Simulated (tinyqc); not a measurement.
On-chip power grid, static voltage drop by conjugate gradients: two steps of the calculation.

A grid of 4 rows and 4 columns, node k = 4 row + column. Neighbours in a row are joined by Rx, in a column by Ry; pad nodes, which reach the supply through Rp: 0, 12. Each node draws I0, node 5 draws kh I0. The drops u = Vdd - V solve G u = i, with G the conductance matrix (1/Rp added on the diagonal at pad nodes).

Parameters, values chosen for the exercise:

| symbol | value | unit | meaning |
|---|---|---|---|
| Vdd | 0.7 | V | supply voltage |
| Rx | 1.1 | ohm | resistance of a horizontal segment |
| Ry | 0.14 | ohm | resistance of a vertical segment |
| Rp | 0.26 | ohm | resistance from a pad node to the supply |
| I0 | 1 | mA | load current of an ordinary node |
| kh | 5 |  | factor on the load at the hot node |

Question 1. Conjugate-gradient step. q = G p; a = (r.r)/(p.q); u(new) = u + a p; r(new) = r - a q; b = (r.r)(new)/(r.r); p(new) = r(new) + b p.

u at the start (mV):
```
       col 0  col 1  col 2  col 3
row 0      0      0      0      0
row 1      0      0      0      0
row 2      0      0      0      0
row 3      0      0      0      0
```

r at the start (mA):
```
       col 0  col 1  col 2  col 3
row 0      1      1      1      1
row 1      1      5      1      1
row 2      1      1      1      1
row 3      1      1      1      1
```

p at the start (mA):
```
       col 0  col 1  col 2  col 3
row 0      1      1      1      1
row 1      1      5      1      1
row 2      1      1      1      1
row 3      1      1      1      1
```

Wanted: q; a; u after iteration 1; r after iteration 1; b; p after iteration 1.

Answer 1.

q (mA S):
```
       col 0   col 1  col 2  col 3
row 0   3.85  -28.57   0.00   0.00
row 1  -3.64   64.42  -3.64   0.00
row 2   0.00  -28.57   0.00   0.00
row 3   3.85    0.00   0.00   0.00
```

a = 0.1507 ohm

u after iteration 1 (mV):
```
        col 0   col 1   col 2   col 3
row 0  0.1507  0.1507  0.1507  0.1507
row 1  0.1507  0.7537  0.1507  0.1507
row 2  0.1507  0.1507  0.1507  0.1507
row 3  0.1507  0.1507  0.1507  0.1507
```

r after iteration 1 (mA):
```
       col 0   col 1  col 2  col 3
row 0  0.420   5.307  1.000  1.000
row 1  1.548  -4.710  1.548  1.000
row 2  1.000   5.307  1.000  1.000
row 3  0.420   1.000  1.000  1.000
```

b = 2.316

p after iteration 1 (mA):
```
       col 0  col 1  col 2  col 3
row 0  2.737  7.623  3.316  3.316
row 1  3.865  6.872  3.865  3.316
row 2  3.316  7.623  3.316  3.316
row 3  2.737  3.316  3.316  3.316
```

Question 2. Worst drop, pad currents and power lost. Pad current u/Rp; worst drop as a share of Vdd; power lost in the grid and pads sum_k i_k u_k; power delivered sum_k i_k (Vdd - u_k).

converged u (mV):
```
          col 0     col 1     col 2      col 3
row 0  2.612566  7.348445  9.547493  10.637021
row 1  3.276583  7.531314  9.548705  10.635688
row 2  3.259090  7.298936  9.528332  10.632699
row 3  2.587434  7.156979  9.511144  10.630265
```

Find: worst drop; share of Vdd; pad currents; power lost; power delivered.

Answer 2.

worst drop = 10.64 mV
share of Vdd = 1.520 %
pad currents (mA): node 0 10.05, node 12 9.952
power lost = 0.1519 mW
power delivered = 13.85 mW

The pad currents add up to the total load, 20.00 mA. The worst drop is at node 3, not at the hot node.

Numbers from tinyqc (`OMP_NUM_THREADS=1 python tinyqc.py 2770193 2770194 out.jsonl`; about 0.3 s on one thread of a shared Intel Xeon 2.30GHz).
